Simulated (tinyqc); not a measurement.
# Worked calculation: double-gate transistor below threshold, two-dimensional Poisson equation on a small mesh

Numbers from tinyqc (`OMP_NUM_THREADS=1 python tinyqc.py 2480064 2480065 out.jsonl`; about 0.2 s on one thread of a shared Intel Xeon 2.30GHz). Printed values are rounded.

Half of a symmetric double-gate structure: row 0 is the mid-plane of the body, where the normal field vanishes. Mobile charge is neglected (subthreshold), the body is fully depleted, and potentials are counted from the intrinsic level; rows run upward to the gate, columns from source to drain.

Inputs (values chosen for the exercise); semiconductor permittivity close to that of silicon:
- T = 300 K (temperature)
- eps_r = 11.9 (relative permittivity of the semiconductor)
- eox = 7.5 (relative permittivity of the insulator)
- tb = 4 nm (half the body thickness)
- tox = 3.1 nm (insulator thickness)
- L = 41 nm (channel length)
- Na = 0 cm^-3 (acceptor density of the depleted body)
- Vbi = 0.6 V (potential of the source)
- Vfb = 0.09 V (gate offset)
- Vg = -0.1 V (gate voltage)
- Vd = 0.7 V (drain voltage)

Constants: q = 1.602176634e-19 C, kB = 1.380649e-23 J/K, Vt = kB T/q, eps0 = 8.8541878128e-14 F/cm where lengths are in cm. Results are converted to the units shown.

## Coefficients of the five-point equations

Mesh: rows i = 0..3 in the semiconductor (step hs = tb/3, row 3 on the interface), then 2 step(s) ho = tox/2 up to the gate row 5; columns j = 0..7 (step hy = L/7). Box integration, divided by eps0: up_i = eps hy/h of the interval above row i, dn_i = that of the interval below (0 for row 0), lat_i = (sum of eps h/2 over the intervals above and below)/hy, s_i = -q Na w_i hy/eps0 with w_i the semiconductor height of the box (hs/2 for row 0 and the interface row, hs between, 0 in the insulator). Each free node obeys (up + dn + 2 lat) psi = up psi(above) + dn psi(below) + lat [psi(left) + psi(right)] + s.

```
row       up       dn      lat  s (V)
0    52.2750        0  1.35447      0
1    52.2750  52.2750  2.70894      0
2    52.2750  52.2750  2.70894      0
3    28.3410  52.2750  2.34685      0
4    28.3410  28.3410  1.98476      0
```

## Iteration 1: over-relaxation sweep (omega = 1.5)

psi at the start (fixed values on the edges, free nodes at the gate value) (V):
```
            j=0       j=1       j=2       j=3       j=4       j=5       j=6       j=7
row 0   0.60000  -0.19000  -0.19000  -0.19000  -0.19000  -0.19000  -0.19000   1.30000
row 1   0.60000  -0.19000  -0.19000  -0.19000  -0.19000  -0.19000  -0.19000   1.30000
row 2   0.60000  -0.19000  -0.19000  -0.19000  -0.19000  -0.19000  -0.19000   1.30000
row 3   0.60000  -0.19000  -0.19000  -0.19000  -0.19000  -0.19000  -0.19000   1.30000
row 4   0.20500  -0.19000  -0.19000  -0.19000  -0.19000  -0.19000  -0.19000   0.55500
row 5  -0.19000  -0.19000  -0.19000  -0.19000  -0.19000  -0.19000  -0.19000  -0.19000
```

Free nodes: rows 0..4, columns 1..6, taken row by row from row 0, left to right. t = (up psi(above) + dn psi(below) + lat [psi(left) + psi(right)] + s)/(up + dn + 2 lat), with the newest neighbours; psi(new) = psi + 1.5 (t - psi).

psi after iteration 1 (V):
```
            j=0       j=1       j=2       j=3       j=4       j=5       j=6       j=7
row 0   0.60000  -0.16081  -0.18892  -0.18996  -0.19000  -0.19000  -0.13494   1.30000
row 1   0.60000  -0.13999  -0.18738  -0.18987  -0.18999  -0.19000  -0.09568   1.30000
row 2   0.60000  -0.12515  -0.18574  -0.18975  -0.18999  -0.19000  -0.06769   1.30000
row 3   0.60000  -0.09780  -0.18228  -0.18945  -0.18997  -0.19000  -0.01610   1.30000
row 4   0.20500  -0.10598  -0.18046  -0.18915  -0.18993  -0.19000  -0.03154   0.55500
row 5  -0.19000  -0.19000  -0.19000  -0.19000  -0.19000  -0.19000  -0.19000  -0.19000
```

## Iteration 2: over-relaxation sweep (omega = 1.5)

As before.

psi after iteration 2 (V):
```
            j=0       j=1       j=2       j=3       j=4       j=5       j=6       j=7
row 0   0.60000  -0.10405  -0.18363  -0.18961  -0.18998  -0.18796  -0.02789   1.30000
row 1   0.60000  -0.07819  -0.17959  -0.18922  -0.18995  -0.18506   0.02088   1.30000
row 2   0.60000  -0.04760  -0.17393  -0.18858  -0.18989  -0.18195   0.07857   1.30000
row 3   0.60000  -0.03043  -0.16773  -0.18763  -0.18979  -0.17542   0.11096   1.30000
row 4   0.20500  -0.10031  -0.17472  -0.18801  -0.18979  -0.17199  -0.02083   0.55500
row 5  -0.19000  -0.19000  -0.19000  -0.19000  -0.19000  -0.19000  -0.19000  -0.19000
```

## Course of the iteration: over-relaxation sweep (omega = 1.5)

Stop when the largest change of psi is below 1e-7 V, or after 400 iterations. Fixed values: gate row Vg - Vfb; column 0 at Vbi and the last column at Vbi + Vd in the semiconductor, each running linearly to Vg - Vfb across the insulator.

Course of the iteration:
```
iteration  psi at row 0, j = 3 (V)  largest |change| of one entry (V)
1                        -0.189960                              0.174
2                        -0.189606                              0.146
3                        -0.188455                              0.127
4                        -0.185688                              0.126
5                        -0.180974                             0.0878
6                        -0.175676                             0.0400
7                        -0.170054                             0.0282
8                        -0.164238                             0.0217
9                        -0.158640                             0.0155
...                            ...                                ...
45                       -0.128070                            7.71e-7
46                       -0.128069                            5.89e-7
47                       -0.128069                            4.50e-7
48                       -0.128068                            3.44e-7
49                       -0.128068                            2.63e-7
50                       -0.128068                            2.01e-7
51                       -0.128068                            1.53e-7
52                       -0.128068                            1.17e-7
53                       -0.128068                            8.96e-8
```

Converged in 53 iterations. At the end each change is about 0.76 times the one before: linear convergence.

## Barrier, swing and barrier lowering

converged psi (V):
```
            j=0       j=1       j=2       j=3       j=4       j=5       j=6       j=7
row 0   0.60000   0.11562  -0.07436  -0.12807  -0.10644   0.01669   0.38288   1.30000
row 1   0.60000   0.10799  -0.07789  -0.13002  -0.10907   0.01039   0.36861   1.30000
row 2   0.60000   0.08450  -0.08835  -0.13576  -0.11681  -0.00828   0.32463   1.30000
row 3   0.60000   0.04325  -0.10531  -0.14494  -0.12919  -0.03857   0.24736   1.30000
row 4   0.20500  -0.06663  -0.14562  -0.16645  -0.15821  -0.11063   0.04134   0.55500
row 5  -0.19000  -0.19000  -0.19000  -0.19000  -0.19000  -0.19000  -0.19000  -0.19000
```

d psi/dVg on row 0: j=0 0.000000, j=1 0.614691, j=2 0.858625, j=3 0.936188, j=4 0.936188, j=5 0.858625, j=6 0.614691, j=7 0.000000
d psi/dVd on row 0: j=0 0.00000, j=1 0.00175, j=2 0.00565, j=3 0.01646, j=4 0.04735, j=5 0.13572, j=6 0.38355, j=7 1.00000

The barrier is read along row 0, the path farthest from the gate. Take the node j of lowest psi: barrier Vbi - psi_j; swing Vt ln 10/(d psi_j/dVg); DIBL = (d psi_j/dVd)/(d psi_j/dVg). The derivatives solve the same equations with s = 0 and a unit change of that voltage.

j = 3
barrier = 0.728067 V
swing = 63.5838 mV/decade
DIBL = 17.5813 mV/V

A mesh of 12, 8 and 80 steps (semiconductor, insulator, channel) gives a barrier of 0.740 V, a swing of 62.6 mV a decade and a DIBL of 17.6 mV/V; the small mesh puts the barrier 1.6 % below that.
